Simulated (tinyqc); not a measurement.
# Octagonal on-chip spiral inductor, lumped pi model: two studies

Outer diameter do = di + 2 n wd + 2 (n - 1) sp, mean da = (do + di)/2, fill p = (do - di)/(do + di), length l = 3.314 n da. L = 2.25 mu0 n^2 da/(1 + 3.55 p), mu0 = 4 pi 1e-7 H/m. Rs = rho l/(wd delta (1 - exp(-th/delta))), delta = sqrt(rho/(pi f mu0)). Cs = n wd^2 eps0 eo/hu across the coil. At each end Cox = l wd eps0 eo/(2 ho) leads to the substrate branch Rsi = 2 rs he/(l wd) in parallel with Csi = l wd eps0 11.7/(2 he). With one end grounded Y = 1/(Rs + i w L) + i w Cs + 1/[1/(i w Cox) + 1/(1/Rsi + i w Csi)], w = 2 pi f; Q = -Im Y/Re Y. Eddy currents in neighbouring turns and in the substrate are left out.

Inputs (values chosen for the exercise); values of the order met in silicon radio-frequency processes: number of turns n = 3.5; line width wd = 4 um; space between turns sp = 3 um; inner diameter di = 80 um; metal thickness th = 3.4 um; metal resistivity rho = 3 uohm cm; oxide below the coil ho = 8.5 um; oxide between coil and underpass hu = 1 um; relative permittivity of the oxide eo = 3; substrate resistivity rs = 1000 ohm cm; effective spreading depth in the substrate he = 50 um; frequency f = 6.4 GHz.

Constants: eps0 = 8.8541878128e-12 F/m. Results are converted to the units shown.

Each table varies one quantity; the others keep the values above.

## Quality factor against frequency

Apparent inductance Im(1/Y)/w; share of the loss Re(substrate branch)/Re Y.

Quality factor against frequency:
```
f (GHz),Rs (ohm),w L/Rs,Q,apparent inductance (nH),loss in the substrate (%)
0.89,4.3945,2.5535,2.5525,2.0071,0.0056004
1.5,5.0345,3.7565,3.7529,2.0081,0.012931
2.4,5.8239,5.1957,5.1834,2.0105,0.027737
3.9,6.9324,7.0930,7.0502,2.0171,0.060518
6.4,8.4775,9.5184,9.3679,2.0354,0.13204
10,10.338,12.196,11.735,2.0789,0.26288
17,13.289,16.129,14.405,2.2314,0.58745
28,16.974,20.798,14.888,2.7625,1.2376
45,21.492,26.398,7.4589,6.8124,2.4904
```

What does the table show?

Q goes from 2.55 through a maximum of 14.9 (at f = 28 GHz among the rows listed) to 7.46; the exact peak is 15.2 at 23.7 GHz and Q reaches zero at the self-resonance, 53.4 GHz. The share of the substrate rises from 0.00560 to 2.49 %, and the apparent inductance ends at 3.39 times L. At the peak the substrate takes 0.968 % of the loss. For f = 28, 45 the coil is longer than 0.15 of a wavelength in the oxide, where one lumped section is rough.

## Effect of the oxide below the coil

Same model as above.

Peak Q and its frequency from a search over f; self-resonance where Im Y = 0; Q at the given f (negative beyond resonance).

The same in every row: L (nH) = 2.007; do (um) = 123.0.

Result of one run:
```
ho (um),peak Q,f of the peak (GHz),self-resonance (GHz),Q at f
15,15.91,25.90,58.10,9.394
```

What becomes of these results when the oxide below the coil ho is changed from 15 to 5 um, all else the same?

Result of the changed run:
```
ho (um),peak Q,f of the peak (GHz),self-resonance (GHz),Q at f
5,14.69,22.27,50.23,9.345
```

The whole series:
```
ho (um),peak Q,f of the peak (GHz),self-resonance (GHz),Q at f
1,13.93,20.20,45.79,9.301
2,14.14,20.77,47.00,9.315
3,14.34,21.30,48.14,9.326
5,14.69,22.27,50.23,9.345
7,14.99,23.14,52.11,9.359
10,15.38,24.29,54.61,9.375
15,15.91,25.90,58.10,9.394
```

As ho goes from 1 to 15, L stays at 2.01 nH, the peak Q rises from 13.9 to 15.9, its frequency rises from 20.2 to 25.9 GHz and the self-resonance rises from 45.8 to 58.1 GHz.

Numbers from tinyqc (`OMP_NUM_THREADS=1 python tinyqc.py 2302010 2302011 out.jsonl`; about 0.01 s on one thread of a shared Intel Xeon 2.30GHz).
